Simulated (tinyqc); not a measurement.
All together: low-temperature mobility of a two-dimensional electron gas with static screening. Computed by tinyqc, a small Python program. Command: `OMP_NUM_THREADS=1 python tinyqc.py 3018113 3018114 out.jsonl twodeg walk`. One thread of a shared host (Intel(R) Xeon(R) Processor @ 2.30GHz), about 0.01 s of CPU time with the checks.

One subband is filled, the gas is degenerate and scatters at the Fermi circle; one permittivity serves on both sides of the interface. All formulas are in SI units, masses times m_0. Piezoelectric and polar phonons are left out, and n_s is taken as set by a gate, independent of N_i.

Inputs (values chosen for the exercise, modelled on a silicon inversion layer):

| quantity | value | unit |
|---|---|---|
| in-plane mass m | 0.189 | m_0 |
| mass across the layer m_z | 0.931 | m_0 |
| permittivity eps | 11.7 | - |
| valley degeneracy g_v | 2 | - |
| sheet density n_s | 4e+12 | 1/cm^2 |
| depletion charge N_d | 7.1e+11 | 1/cm^2 |
| roughness height Delta | 0.32 | nm |
| correlation length Lambda | 7.8 | nm |
| remote charge density N_i | 3e+10 | 1/cm^2 |
| distance d of the charges from the interface | 0.74 | nm |
| density rho | 2329 | kg/m^3 |
| sound velocity v_l | 8950 | m/s |
| deformation potential D_A | 12 | eV |
| temperature T | 20 | K |

Wave function: Fang-Howard. Roughness spectrum: exponential.

Constants: m_0 = 9.1093837015e-31 kg; e = 1.602176634e-19 C; eps_0 = 8.8541878128e-12 F/m; hbar = 1.054571817e-34 J s; k_B = 1.380649e-23 J/K.

Method:
- k_F = sqrt(2 pi n_s/g_v); E_F = hbar^2 k_F^2/(2 m); q_TF = g_v m e^2/(2 pi eps eps_0 hbar^2); Fang-Howard parameter b = [12 m_z e^2 (N_d + 11 n_s/32)/(eps eps_0 hbar^2)]^(1/3), mean depth 3/b; effective field F = e (N_d + n_s/2)/(eps eps_0).
- Form factors with u = q/b: screening G(q) = [1 + 9u/8 + 3u^2/8]/(1 + u)^3, remote charge P(q) = exp(-q d)/(1 + u)^3. Dielectric function eps(q) = 1 + q_TF G(q)/q, with q = 2 k_F sin(theta/2).
- Roughness: <|U|^2> = (e F)^2 S(q), S = pi Delta^2 Lambda^2/(1 + q^2 Lambda^2/2)^(3/2).
- 1/tau_t = (m/(pi hbar^3)) int_0^pi (1 - cos theta) <|U|^2>/eps(q)^2 dtheta; the quantum rate 1/tau_q drops the factor (1 - cos theta); 200 Gauss-Legendre points in s with theta = pi s^2, s from 0 to 1; mu = e tau_t/m.
- Remote charges: <|U|^2> = N_i [e^2 P(q)/(2 eps eps_0 q)]^2.
- Unscreened deformation potential in equipartition: 1/tau = m D_A^2 k_B T I/(rho v_l^2 hbar^3), I = int |psi|^4 dz = 3 b/16 for the Fang-Howard function (used for both wave-function options); mu = e tau/m. Bloch-Grueneisen temperature T_BG = 2 hbar v_l k_F/k_B.
- At the Fermi circle the rates add, so 1/mu is the sum; sheet resistance 1/(n_s e mu); mean free path hbar k_F mu/e; the quantum time adds the rates 1/tau_q, with the isotropic acoustic rate e/(m mu).

roughness mobility = 13966.5 cm^2/(V s)

remote-charge mobility = 285931 cm^2/(V s)

acoustic mobility = 36818.7 cm^2/(V s)

k_F = 0.354491 1/nm

tau_q, roughness = 1.36187 ps

tau_q, charges = 10.5813 ps

Mobilities:

| process | mu (cm^2/(V s)) | share of 1/mu (%) |
|---|---|---|
| roughness | 13967 | 70.019 |
| remote charges | 2.8593e+05 | 3.4201 |
| acoustic phonons | 36819 | 26.561 |

mobility mu = 9779.3 cm^2/(V s)

sheet resistance = 159.56 ohm

mean free path = 228.18 nm

Dingle ratio tau_t/tau_q = 1.1366

What follows from these numbers?

The largest single share of 1/mu (70 %) belongs to roughness: the field presses the gas against the interface, and the rate goes as F^2. The Dingle ratio of 1.14 marks mostly large-angle scattering. Caution: T is below the Bloch-Grueneisen temperature T_BG, so equipartition fails: the acoustic mobility is only a lower bound and the acoustic share of 1/mu is overstated.

Extremes, crossings and ranges named in words are read from the listed rows.
